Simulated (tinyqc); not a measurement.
Thin-body film or fin with hard walls, valleys of the Si type, step by step. Values are carried at full precision from step to step, so a last printed digit may differ when a step is redone from the rounded ones.

Six ellipsoidal valleys with their long axes along the cube axes, mass ml along the axis and mt across it. For a valley whose axis makes the angle theta with the surface normal, 1/m_z = cos^2(theta)/ml + sin^2(theta)/mt sets the confinement; in the plane the masses are m_1 = mt and m_2 = ml mt/m_z, and m_d = sqrt(m_1 m_2).

Constants: hbar^2/2m0 = 3.80998211 eV angstrom^2; kB = 8.617333262e-05 eV/K.

Values chosen for the exercise (near those of Si; the results hold for these values, not for the real material):
- ml = 0.923 m0 (longitudinal mass)
- mt = 0.191 m0 (transverse mass)
- face = 111 (face of the film or side wall of the fin)
- t = 98 angstrom (body thickness)
- T = 300 K (temperature)
- g_all = 6 (number of valleys)
- Ns = 4.5 x 1e12/cm^2 (sheet density in the on state)
- alpha = 0.52 1/eV (non-parabolicity)

## Valley masses for the (111) face

Group the valleys by their angle to the normal, heaviest m_z first.

Valleys (masses in m0):
```
valleys g  cos^2(theta)     m_z     m_1     m_2     m_d
6                0.3333  0.2596  0.1910  0.6790  0.3601
```

## Subband edges

A film of thickness t between hard walls, flat band inside: E_n = c (n pi/t)^2/m_z above the bulk edge, c = hbar^2/2m0. Without degeneracy the sheet density is N2 exp((EF - Ec)/kB T) with N2 = sum_i g m_d/(2 pi c) kB T exp(-E_i/kB T) over n = 1 to 40 of each group; a classical film has t Nc with Nc = 2 g_all (m_dos kB T/(4 pi c))^(3/2), m_dos = (ml mt^2)^(1/3). The threshold shift is dVt = kB T ln(t Nc/N2).

The seven lowest levels of all groups together; primes mark the lighter m_z.

Subbands:
```
label  valleys g  E (eV)
1              6  0.0151
2              6  0.0603
3              6  0.1357
4              6  0.2413
5              6  0.3770
6              6  0.5429
7              6  0.7389
```

The second subband, 2, lies 45.2 meV above the first, 1.7 kB T at 300 K.

## Effective density of states and threshold shift

Sum the subbands; 1/angstrom^2 = 1e16/cm^2 and 1/angstrom^3 = 1e24/cm^3.

terms of N2 by group (1e12/cm^2): 15.41

Nc = 2.763 x 1e19/cm^3
t Nc = 27.076 x 1e12/cm^2
dVt = 14.6 mV

Confinement leaves 57 % of the classical states.

## Filling at a given sheet density

n_i = g m_d/(2 pi c) kB T ln(1 + exp((EF - E_i)/kB T)) over the levels listed; solve sum n_i = Ns (1e12/cm^2 = 1e-4/angstrom^2); the band bending of the charge itself is left out. c = hbar^2/2m0.

EF = -0.0300 eV

n_i in the order of the list (1e12/cm^2): 3.762  0.699  0.038  0.001  0.000  0.000  0.000

The fullest subband is 1, with 84 %.

## Non-parabolic correction

Each level E0 of the list is replaced by the root of E (1 + alpha E) = E0.

Levels (eV):
```
label  parabolic  corrected
1         0.0151     0.0150
2         0.0603     0.0585
3         0.1357     0.1273
4         0.2413     0.2168
5         0.3770     0.3228
6         0.5429     0.4415
7         0.7389     0.5700
```

The lowest level drops by 0.1 meV.

## Checks

- N2 of a 3000 angstrom film, summed over n to convergence, plus the half-term of the walls against t Nc, 1/angstrom^2: both 0.082886.

Run: tinyqc, `OMP_NUM_THREADS=1 python tinyqc.py 1250872 1250873 out.jsonl`; Intel(R) Xeon(R) Processor @ 2.30GHz, one thread, shared host; about 0.01 s of CPU time with all checks.
